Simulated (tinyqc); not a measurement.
Worked calculation: electroplating on a thin resistive seed layer: kinetics, Wagner number and the terminal effect across a wafer. Computed by tinyqc, a small Python program that keeps every step. Command: `OMP_NUM_THREADS=1 python tinyqc.py 3120552 3120553 out.jsonl terminal walk`. One thread of a shared host (Intel(R) Xeon(R) Processor @ 2.30GHz), about 0.02 s of CPU time with the checks. Intermediate numbers are printed to about 6 digits and carried at full precision; extremes and crossings named in words are read from the listed rows.

Current enters the seed at the rim. The bath is treated as a local resistance per area (no lateral flow in the liquid), two electrons per ion, molar volume 7.11 cm^3/mol, Faraday constant F = e N_A, kinematic viscosity 0.01 cm^2/s, omega = 2 pi x rpm/60; k_B T/e is in volts.

Inputs (values chosen for the exercise, of the order of those for copper plating on a thin cobalt or ruthenium seed): wafer radius R = 7.5 cm; seed thickness t = 37 nm; seed resistivity = 9.7 microohm cm; bath conductivity kappa = 0.21 S/cm; gap to the anode h = 5.3 cm; extra resistance of a porous plate = 0 ohm cm^2; exchange current density i_0 = 0.56 mA/cm^2; cathodic transfer coefficient alpha = 0.73; mean current density = 38 mA/cm^2; diffusivity of the metal ion = 6.8e-06 cm^2/s; metal ion concentration = 0.35 mol/L; rotation rate = 100 rpm; temperature T = 298 K.

Constants: e = 1.602176634e-19 C; N_A = 6.02214076e+23 1/mol; k_B = 8.617333262e-05 eV/K.

## Rate, limit and resistances

Growth rate = i V_m/(2 F). Levich limit i_L = 0.62 x 2 F D^(2/3) omega^(1/2) nu^(-1/6) c. Tafel overpotential eta = (k_B T/(alpha e)) ln(i/i_0); kinetic resistance k_B T/(alpha e i); bath resistance h/kappa + plate; R_s = resistivity/t; Wagner number = kinetic resistance x kappa/R.

growth rate = 840.066 nm/min

limiting current i_L = 104.786 mA/cm^2

overpotential = 148.358 mV

kinetic resistance = 0.925727 ohm cm^2

bath resistance R_b = 25.2381 ohm cm^2

sheet resistance R_s = 2.62162 ohm/square

Wagner number = 0.0259203

Caution: the mean current exceeds 0.3 i_L, so depletion of metal ions, left out of the distribution, matters.

## Linear estimate of the terminal effect

Linearised: with R_t = kinetic + bath resistance the current density obeys (1/r)(r i')' = i R_s/R_t, so i = A I_0(r/l), l = sqrt(R_t/R_s); with x = R/l, edge/centre = I_0(x) and edge/mean = x I_0(x)/(2 I_1(x)). Voltage drop in the seed for a uniform current: i R_s R^2/4.

length l = 3.15912 cm

x = R/l = 2.37408

edge over centre, linear = 2.99039

edge over mean, linear = 1.58150

drop for uniform current = 1400.93 mV

## Current distribution

Full model: seed potential phi(r) with (1/r)(r phi')' = R_s i, where i solves phi = R_b i + (k_B T/(alpha e)) ln(i/i_0) (phi being the driving voltage left at r); phi'(0) = 0 and phi'(R) = R_s i_mean R/2. Solved by collocation to a tolerance of 1e-7.

Across the wafer:
```
r/R   i (mA/cm^2)   i/mean  i/mean, linear
0.00      20.2198  0.53210         0.52886
0.20      21.3422  0.56164         0.55909
0.40      24.9198  0.65578         0.65499
0.60      31.6203  0.83211         0.83314
0.75      39.4181  1.03732         1.03879
0.90      50.4709  1.32818         1.32818
1.00      60.2026  1.58428         1.58150
```

edge over centre, full model = 2.97741

The full model gives 2.98 against 2.99 from the linear form; the kinetic resistance, which the linear form holds fixed, is a small part of R_t here. Caution: at the rim the current nears the limiting value, which would flatten the real profile.

## As the film thickens, and with more bath resistance

The film is taken as uniform, with the seed resistivity; the last column adds 100 ohm cm^2 to R_b. Extra power of that plate = i^2 x 100 ohm cm^2 x area.

Edge over centre:
```
thickness (nm)  R_s (ohm/square)  as given  with 100 ohm cm^2 more
37.0                     2.62162   2.97741                 1.31424
55.5                     1.74775   2.18088                 1.20450
74.0                     1.31081   1.83734                 1.15153
111.0                    0.87387   1.52739                 1.09980
185.0                    0.52432   1.30221                 1.05930
370.0                    0.26216   1.14594                 1.02944
740.0                    0.13108   1.07170                 1.01466
```

extra power = 25.5176 W

The ratio falls below 1.1 from 740 nm on as given, and from 111 nm on with the added resistance: what counts is R_s R^2 against the sum of kinetic and bath resistance.

Checks made by the program: mean of the distribution (relative difference 2e-07).
